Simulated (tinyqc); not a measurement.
# Resistance of a tapered via with liner, size effect and interface: several studies

A round via whose diameter grows from db at the bottom as D(z) = db + 2 z/tan(ang). The fill, of diameter D - 2 tl, starts above the bottom liner (thickness fb tl) and has rho = rho0 (1 + ks lam/(D - 2 tl)); the sidewall liner conducts in parallel with it. The bottom liner and the interface are crossed over the full area pi db^2/4. Spreading in the lines above and below is left out.

Parameters, values chosen for the exercise; fill metal close to tungsten: diameter at the bottom db = 51 nm; height hv = 140 nm; sidewall angle ang = 85 degrees; bulk resistivity of the fill rho0 = 5.43 uohm cm; mean free path of the fill lam = 15.9 nm; size-effect factor ks = 1.1; liner on the sidewall tl = 3.7 nm; liner at the bottom over that on the sidewall fb = 1; resistivity of the liner rl = 360 uohm cm; interface resistivity at the bottom ri = 3.1e-12 ohm cm^2; ballistic conductance per area, about 3/(4 rho0 lam) Sb = 9.1e14 S/m^2; bulk resistivity of the second fill (close to ruthenium) rho2 = 7.9 uohm cm; its mean free path lam2 = 6.42 nm; its liner tl2 = 0.3 nm.

Each table varies one quantity; the others keep the values above.

## Via resistance against the diameter at the bottom

Slices between z0 = fb tl and hv, evaluated at their midpoints: conductance per length pi/4 [(D - 2 tl)^2/rho + (D^2 - (D - 2 tl)^2)/rl], slice resistance = slice height over that. 2000 slices. R_fill = sum of the slices; R_bottom = rl fb tl/(pi db^2/4); R_interface = ri/(pi db^2/4); ballistic (Sharvin) limit 1/(Sb pi (db - 2 tl)^2/4); ideal cylinder rho0 hv/(pi db^2/4).

Via resistance against the diameter at the bottom:
```
db (nm)	R_fill (ohm)	R_bottom (ohm)	R_interface (ohm)	R (ohm)	ballistic limit (ohm)	R over ideal cylinder	largest part
11	219.37	140.16	3.2620	362.79	107.96	4.5353	fill
16	64.766	66.248	1.5418	132.56	18.918	3.5059	bottom liner
22	27.767	35.040	0.81550	63.623	6.5639	3.1814	bottom liner
30	13.270	18.844	0.43856	32.552	2.7394	3.0268	bottom liner
42	6.2670	9.6143	0.22376	16.105	1.1687	2.9351	bottom liner
58	3.1357	5.0415	0.11733	8.2946	0.54647	2.8828	bottom liner
80	1.5971	2.6499	0.061673	4.3087	0.26546	2.8490	bottom liner
```

Read the table: what changes, and by how much?

R falls from 363 to 4.31 ohm. The fill is the largest part at db = 11, the bottom liner from 16 on. R goes as db^(-2.69) between the first two rows and db^(-2.04) between the last two; area alone gives -2.

## Via resistance against the liner on the sidewall

Same model as above.

2000 slices.

The same in every row: R_interface (ohm) = 0.1518.

Results:
```
tl (nm)	R_fill (ohm)	R_bottom (ohm)	R (ohm)	ballistic limit (ohm)	R over ideal cylinder	largest part
0	3.236	0	3.388	0.5379	0.9104	fill
0.6	3.358	1.057	4.567	0.5642	1.227	fill
1.1	3.465	1.938	5.556	0.5875	1.493	fill
1.7	3.602	2.996	6.749	0.6175	1.814	fill
2.3	3.746	4.053	7.951	0.6499	2.137	bottom liner
2.9	3.901	5.111	9.163	0.6848	2.462	bottom liner
4	4.211	7.049	11.41	0.7567	3.067	bottom liner
```

Estimate the missing row, tl = 3.4 nm.

Computed row:
```
tl (nm)	R_fill (ohm)	R_bottom (ohm)	R (ohm)	ballistic limit (ohm)	R over ideal cylinder	largest part
3.4	4.037	5.992	10.18	0.7162	2.736	bottom liner
```

With this row back in the table: R rises from 3.39 to 11.4 ohm. The fill is the largest part at tl = 0, the bottom liner from 2.3 on. The share of the two bottom terms goes from 4.48 to 63.1 %.

## Two fill metals against the diameter

2000 slices. R_fill = sum of the slices; R_bottom = rl fb tl/(pi db^2/4); R_interface = ri/(pi db^2/4). The second fill has rho2, lam2 and tl2 in place of rho0, lam and tl.

Two fill metals against the diameter:
```
db (nm)	R, first fill (ohm)	R, second fill (ohm)	ratio second/first
12	281.0	60.26	0.2144
17	114.6	33.25	0.2901
24	52.56	18.37	0.3496
35	23.53	9.489	0.4032
49	11.72	5.196	0.4434
70	5.652	2.706	0.4787
100	2.741	1.390	0.5071
```

What does the table show?

The ratio goes from 0.214 to 0.507. The second fill gives the lower R in every row.

tinyqc, about 0.01 s, one thread, Intel Xeon 2.30GHz (shared host): `OMP_NUM_THREADS=1 python tinyqc.py 2750045 2750046 out.jsonl`
